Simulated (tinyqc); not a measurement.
Newton steps for the Fermi level: carrier statistics of a doped semiconductor with parabolic bands.

Values chosen for the exercise (near those of Ge; shifted at random, so the results belong to these values and not to a real crystal):
```
symbol   value    unit    meaning
ND       1.4e+16  1/cm^3  donors
NA       6e+12    1/cm^3  acceptors
E_start  0.393    eV      first guess of EF
cap      20               iteration cap
```

Eg = 0.662780 eV
kT = 0.0258520 eV
Nc = 1.02830e+19 1/cm^3
Nv = 4.91303e+18 1/cm^3

Boltzmann statistics and full ionisation: n = Nc exp((EF - Eg)/kT), p = Nv exp(-EF/kT). First run: Newton on f = p + ND - n - NA. Second run: Newton on ln(p + ND) - ln(n + NA). Stop when the step is below 1e-7 eV.

First run:
```
step  EF (eV)  n (1/cm^3)  step taken (kT)
1     0.39300    3.02e+14           45.158
2     1.56043    1.24e+34           -1.000
3     1.53458    4.55e+33           -1.000
4     1.50873    1.67e+33           -1.000
5     1.48288    6.15e+32           -1.000
6     1.45703    2.26e+32           -1.000
7     1.43117    8.33e+31           -1.000
8     1.40532    3.06e+31           -1.000
9     1.37947    1.13e+31           -1.000
10    1.35362    4.15e+30           -1.000
11    1.32777    1.53e+30           -1.000
12    1.30191    5.61e+29           -1.000
13    1.27606    2.06e+29           -1.000
14    1.25021    7.59e+28           -1.000
15    1.22436    2.79e+28           -1.000
16    1.19851    1.03e+28           -1.000
17    1.17265    3.78e+27           -1.000
18    1.14680    1.39e+27           -1.000
19    1.12095    5.12e+26           -1.000
20    1.09510    1.88e+26           -1.000
```

Second run:
```
step  EF (eV)  n (1/cm^3)  step taken (kT)
1     0.39300    3.02e+14            3.892
2     0.49362    1.48e+16           -0.056
3     0.49217    1.40e+16            0.000
```

Has the first run converged, and what does its course show?

No: the last step is still 1.00 kT. The first step jumps by 45.2 kT, far past the root, because the slope -(n + p)/kT is small at the start; after it n is far too large, the residual is a pure exponential, and Newton then retreats by one kT a step (19 such steps here). The rerun on the logarithm, which is close to linear in EF once n outweighs the compensating charge, converges in 3 steps to EF = 0.49217 eV.

tinyqc: `OMP_NUM_THREADS=1 python tinyqc.py 1680003 1680004 out.jsonl`; about 0.01 s, one thread, shared Intel(R) Xeon(R) Processor @ 2.30GHz.
